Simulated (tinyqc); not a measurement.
Band-to-band tunnelling across a p-n junction in a two-band chain: one step. WKB for the same field. Three cases, with inputs chosen for the exercise.

Question. T = exp(-2 I/F), I = integral of q de across the gap. Continuum: q = sqrt(Eg^2/4 - e^2)/(t a), I = pi Eg^2/(8 t a). Lattice: q from the cosh formula, 12 Gauss-Legendre points in u with e = (Eg/2) sin(u), u from -pi/2 to pi/2. F in V/angstrom is the value in MV/cm over 100.

Sites alternate A at -Eg/2 and C at +Eg/2 with hopping -t; near the edges, with k counted from the zone boundary pi/a, E^2 = (Eg/2)^2 + (t a k)^2, so t = sqrt(c Eg/m)/a gives the mass m, c = hbar^2/2m0. In the gap cosh(q a) = 1 + (Eg^2/4 - e^2)/(2 t^2), e the energy from the local mid-gap. The potential is V0 = Eg + ov on the p side (left), 0 on the n side, and falls linearly over the 2N sites of the junction, V_j = V0 (1 - j/(2N + 1)), j = 1 to 2N, site 1 being A. E = Eg/2 + x ov. A half chain that ends on a site of level e1 with neighbour e2 has g = (1 + z)/(E - e1), z = exp(-/+ i k a) the root with Im g < 0, cos(k a) = (E - e1)(E - e2)/(2 t^2) - 1. S_L = t^2 g (ending on C, shifted by V0), S_R = t^2 g (starting on A). T = 4 Im(S_L) Im(S_R) |G_(1,2N)|^2.

Constants: hbar^2/2m0 = 3.80998211 eV angstrom^2.

Give: I; T by WKB.

Case 1.

Values chosen (gap and mass near those of InGaAs; not measured data): Eg = 0.719 eV (gap); m = 0.045 m0 (mass of electron and light hole); a = 4 angstrom (period (two sites)); ov = 0.49 eV (overlap: top of the valence band on the p side above the conduction edge on the n side).

F = 6.71667 MV/cm

Answer.

I (eV/angstrom): continuum 0.026019, lattice 0.025992

T by WKB: continuum 0.4608, lattice 0.4612

The chain gives 0.4683, 1.015 times the lattice WKB value; the exponent is only 0.77, and reflections at the two kinks of the potential count.

Case 2.

Values chosen (gap and mass near those of GaSb; not measured data): Eg = 0.76 eV (gap); m = 0.0399 m0 (mass of electron and light hole); a = 4 angstrom (period (two sites)); ov = 0.49 eV (overlap: top of the valence band on the p side above the conduction edge on the n side).

F = 6.94444 MV/cm

Answer.

I (eV/angstrom): continuum 0.026626, lattice 0.026600

T by WKB: continuum 0.4645, lattice 0.4648

The chain gives 0.4394, 0.945 times the lattice WKB value; the exponent is only 0.77, and reflections at the two kinks of the potential count.

Case 3.

Values chosen (gap and mass near those of GaAs; not measured data): Eg = 1.437 eV (gap); m = 0.0706 m0 (mass of electron and light hole); a = 5 angstrom (period (two sites)); ov = 0.23 eV (overlap: top of the valence band on the p side above the conduction edge on the n side).

F = 6.06182 MV/cm

Answer.

I (eV/angstrom): continuum 0.092084, lattice 0.091613

T by WKB: continuum 0.0479, lattice 0.0487

The chain gives 0.0559, 1.148 times the lattice WKB value; the exponent is only 3.02, and reflections at the two kinks of the potential count.

Computed by tinyqc, one run a case: `OMP_NUM_THREADS=1 python tinyqc.py N N+1 out.jsonl` with N = 1451785, 1451786, 1451897; one thread of a shared Intel(R) Xeon(R) Processor @ 2.30GHz, about 0.01 s a run at most.
